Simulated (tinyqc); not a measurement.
Plane-wave Kohn-Sham cycle with exchange-only LDA in a layered model solid, step by step. One step of it, computed by the program tinyqc.

Problem. Iteration 2: potential. V_H(G) = 4 pi rho(G)/G^2 for G != 0 (uniform background); v_x = -(3 rho/pi)^(1/3); V = V_ext + V_H + v_x; Fourier components f(G_m) = (1/N) sum_j f(x_j) exp(-i G_m x_j).

A solid whose potential varies along x alone (atomic units):
```
parameter                      value
period a                    5.600000
cross-section of the cell  31.000000
electrons per cell                 2
grid points                       16
plane waves -n..n, n               3
k points                           1
V1 in V1 cos(2 pi x/a)     -0.110000
```

density after iteration 1 (e/bohr^3): [0.01312382, 0.01295973, 0.01251965, 0.01193298, 0.01134447, 0.01085902, 0.01052156, 0.01033122, 0.01027074, 0.01033122, 0.01052156, 0.01085902, 0.01134447, 0.01193298, 0.01251965, 0.01295973]

Give: Potentials on the grid; V(G_m), m = 0, 1, 2, ....

Solution.

Potentials on the grid (hartree):
```
x         V_ext        V_H      v_x        V
0.0000  -0.1100     0.0146  -0.2323  -0.3277
0.3500  -0.1016     0.0134  -0.2313  -0.3195
0.7000  -0.0778     0.0100  -0.2287  -0.2964
1.0500  -0.0421     0.0051  -0.2250  -0.2620
1.4000        0  -4.40e-04  -0.2213  -0.2217
1.7500   0.0421    -0.0057  -0.2181  -0.1817
2.1000   0.0778    -0.0100  -0.2158  -0.1480
2.4500   0.1016    -0.0128  -0.2145  -0.1256
2.8000   0.1100    -0.0137  -0.2141  -0.1178
3.1500   0.1016    -0.0128  -0.2145  -0.1256
3.5000   0.0778    -0.0100  -0.2158  -0.1480
3.8500   0.0421    -0.0057  -0.2181  -0.1817
4.2000        0  -4.40e-04  -0.2213  -0.2217
4.5500  -0.0421     0.0051  -0.2250  -0.2620
4.9000  -0.0778     0.0100  -0.2287  -0.2964
5.2500  -0.1016     0.0134  -0.2313  -0.3195
```

V(G_m), m = 0, 1, 2, ... (hartree): [-0.2222, -0.0525, -0.0003, 0.0000, 0.0000, 0.0000, 0.0000]
